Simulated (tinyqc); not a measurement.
Lattice vibrations of a chain, step by step. One step of it, computed by the program tinyqc.

Question. Frequencies. omega^2 are the eigenvalues; wavenumber = 521.4708 sqrt(eigenvalue) 1/cm.

D(q) (eV/(angstrom^2 u)):
```
,1,2
1,0.905738,-0.201621+0.111766i
2,-0.201621-0.111766i,0.212909
```

Give: eigenvalues; wavenumbers; weights |e|^2 of the mass-weighted modes.

Answer.

eigenvalues: 0.143  0.975

wavenumbers (1/cm): 197.3  515.0

weights |e|^2 of the mass-weighted modes:
```
,mode 1,mode 2
atom 1,0.084,0.916
atom 2,0.916,0.084
```
